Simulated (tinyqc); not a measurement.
What each parameter does: k.p values derived from sp3s* tight binding at Gamma.

At Gamma the states are two-level mixtures: s-like S+ (upper) and S- (lower) from [[Esa, Vss], [Vss, Esc]], p-like P- (valence) and P+ from [[Epa, Vxx], [Vxx, Epc]], and the bare s* levels. With real k in 1/angstrom and kz = 0, the phase sums over the four bonds are g0 = 1 - (a k/4)^2/2, g1 = i a kx/4, g3 = -(a/4)^2 kx ky to second order. Each mixture is written (anion, cation) with the anion part positive. c = hbar^2/2m0. No spin-orbit coupling.

Recipe: P = (a/4)(sa pc Vsapc + sc pa Vscpa) between an s and a p state ((a/4) pc Vxapc and (a/4) pa Vpaxc for s*), Ep = P^2/c for S+ to P-; m0/m = [-(a/4)^2 sa sc Vss + sum P^2/(E(S+) - E(P))]/c; L = d0 + F, M = d0 + H1, N = dN + F + H1 with d0 = -(a/4)^2 pa pc Vxx, dN = -2 (a/4)^2 pa pc Vxy, F = sum P^2/(E(P-) - E(s)) over the four s-like states, H1 = Q^2/(E(P-) - E(P+)), Q = (a/4) Vxy (pa p'c - pc p'a); g1 = -(L + 2M)/(3c), g2 = -(L - M)/(6c), g3 = -N/(6c).

Constants: hbar^2/2m0 = 3.80998211 eV angstrom^2.

Inputs chosen for the exercise (near a published set for AlAs, fitted to gaps, whose masses and valley positions are rough; not measured data):
```
symbol  value   unit      meaning
a       5.655   angstrom  lattice constant
Esa     -7.543  eV        s level of the anion
Epa     0.97    eV        p level of the anion
Esc     -1.147  eV        s level of the cation
Epc     3.602   eV        p level of the cation
Exa     7.398   eV        s* level of the anion
Exc     6.822   eV        s* level of the cation
Vss     -6.569  eV        s-s
Vxx     1.864   eV        px-px
Vxy     4.342   eV        px-py
Vsapc   5.062   eV        s anion, p cation
Vscpa   5.523   eV        s cation, p anion
Vxapc   4.523   eV        s* anion, p cation
Vpaxc   4.966   eV        p anion, s* cation
```

The recipe applied anew.

Results for these values:
```
case  EG (eV)  Ep (eV)  m (m0)     g1     g2     g3
base   2.9568   15.255  0.2783  3.360  0.796  1.209
```

What happens to each result for Esc = -1.297 eV, all else kept?

Answer: EG falls from 2.9568 to 2.8493; Ep falls from 15.255 to 15.238; m falls from 0.2783 to 0.2651; g1 rises from 3.360 to 3.423; g2 rises from 0.796 to 0.827; g3 rises from 1.209 to 1.240.

The same for each parameter in turn:
```
case              EG (eV)  Ep (eV)  m (m0)     g1     g2     g3
base               2.9568   15.255  0.2783  3.360  0.796  1.209
Vxapc = 4.373 eV   2.9568   15.255  0.2783  3.354  0.793  1.205
Exa = 7.548 eV     2.9568   15.255  0.2783  3.358  0.795  1.208
Vpaxc = 5.116 eV   2.9568   15.255  0.2783  3.391  0.812  1.224
Epc = 3.752 eV     2.9259   15.235  0.2755  3.359  0.813  1.217
Esc = -1.297 eV    2.8493   15.238  0.2651  3.423  0.827  1.240
Vxy = 4.492 eV     2.9568   15.255  0.2783  3.462  0.771  1.223
Epa = 1.12 eV      2.8394   15.270  0.2617  3.463  0.831  1.251
```

Vxapc, Exa and Vpaxc act through the s* states, which enter F alone and leave EG, Ep and m.

(tinyqc, `OMP_NUM_THREADS=1 python tinyqc.py 1450423 1450424 out.jsonl`, Intel(R) Xeon(R) Processor @ 2.30GHz, 1 thread, shared host, about 0.01 s.)
